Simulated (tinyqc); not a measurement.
# Worked calculation: charge-trap memory cell

Program tinyqc, `OMP_NUM_THREADS=1 python tinyqc.py 2130170 2130171 out.jsonl`; Intel Xeon 2.30GHz, shared host, one thread, about 0.09 s. Printed values are rounded.

Channel, tunnel oxide, storage layer, blocking layer, gate. N electrons per area sit in a sheet at the centroid and shift the threshold by U = (q/eps0) N (tb/eb + xc tn/en). EOT = t1 + 3.9 (tn/en + tb/eb); tunnel field F = (Vg - U)/EOT; dN/dt = eta (J/q)(1 - N/Nm). Fowler-Nordheim: J = A F^2 exp(-B/F), A = q^2/(16 pi^2 hbar mo phi) (times 1e14 for A/cm^2 with F in V/nm, emitter mass m0), B = (4/3) sqrt(mo/C) phi^1.5, C = hbar^2/(2 m0).

Values chosen for this exercise; oxide values close to those of silicon dioxide, storage layer close to silicon nitride, blocking layer close to aluminium oxide:
- phi = 3.07 eV (tunnel barrier)
- mo = 0.49 m0 (tunnelling mass)
- t1 = 5.3 nm (tunnel oxide (permittivity 3.9))
- tn = 4.5 nm (storage layer)
- en = 7.4 (its relative permittivity)
- tb = 9.7 nm (blocking layer)
- eb = 9 (its relative permittivity)
- xc = 0.36 (charge centroid, share of tn counted from the blocking side)
- eta = 0.88 (capture efficiency of an empty layer)
- Nm = 2.4e13 cm^-2 (trap density)
- T = 398 K (storage temperature)
- E1 = 0.86 eV (shallowest trap depth)
- E2 = 1.7 eV (deepest trap depth)
- nu = 1e13 1/s (attempt frequency)
- Vg = 13.3 V (gate voltage less flat band and surface potential)
- d0 = 6.4e-6 s (first time step)
- gr = 1.8 (growth of the step)
- n = 8 (steps)

Constants: q = 1.602176634e-19 C, kB = 1.380649e-23 J/K, hbar = 1.054571817e-34 J s, m0 = 9.1093837015e-31 kg, Vt = kB T/q, eps0 = 8.8541878128e-14 F/cm where lengths are in cm, hbar^2/(2 m0) = 0.0380998212 eV nm^2. Results are converted to the units shown.

Range of the model: The Fowler-Nordheim form needs F t1 above phi; trap-assisted paths and leakage through the blocking layer are left out.

## Constants of the stack

EOT, the shift for 1e12 electrons per cm^2, the shift with all traps full, and the starting field, current and rate.

EOT = 11.87495 nm
shift for 1e12 cm^-2 = 0.2346389 V
shift with all traps full = 5.631334 V
F(0) = 1.120004 V/nm
J(0) = 0.01366254 A/cm^2
dN/dt at the start = 7.504191e16 cm^-2 s^-1

## Midpoint steps of growing length

N(half) = N + (d/2) r(N), N(new) = N + d r(N(half)), r = dN/dt; the step starts at d0 and is multiplied by gr each time. Field in the blocking layer (3.9 F + q N/eps0)/eb.

t, step 0 to 8 (s): [0, 6.4e-6, 1.792e-5, 3.865600e-5, 7.598080e-5, 1.431654e-4, 2.640978e-4, 4.817760e-4, 8.735968e-4]
N, step 0 to 8 (cm^-2): [0, 4.275600e11, 1.018418e12, 1.762661e12, 2.624455e12, 3.560021e12, 4.532105e12, 5.514275e12, 6.489441e12]
U, step 0 to 8 (V): [0.000000, 0.100322, 0.238960, 0.413589, 0.615799, 0.835320, 1.063408, 1.293864, 1.522676]
F, step 0 to 8 (V/nm): [1.120004, 1.111556, 1.099881, 1.085176, 1.068147, 1.049661, 1.030454, 1.011047, 0.991778]
blocking field, step 0 to 8 (V/nm): [0.4853352, 0.4902707, 0.4970912, 0.5056823, 0.5156303, 0.5264299, 0.5376511, 0.5489887, 0.5602454]

A converged integration gives U = 1.576 V at the last time; the steps are 3.4 % below that. The tunnel field falls by 11.4 % while the blocking field rises by 15.4 %.

## Retention after ten years

Retention: filled traps are spread evenly in depth from E1 to E2, and each empties at the rate nu exp(-E/kB T). The share left is the mean of exp(-nu t exp(-E/kB T)) = [kB T/(E2 - E1)] [E1x(nu t exp(-E2/kB T)) - E1x(nu t exp(-E1/kB T))], E1x the exponential integral; traps shallower than about Ed = kB T ln(nu t) are empty. t = 3.15576e8 s.

Ed = 1.697821 eV
share left = 0.009941794
loss a decade while Ed lies between E1 and E2, kB T ln 10/(E2 - E1) = 0.09401396

The sharp-edge estimate (E2 - Ed)/(E2 - E1) is 0.00259; the true edge lies 0.577 kB T deeper.
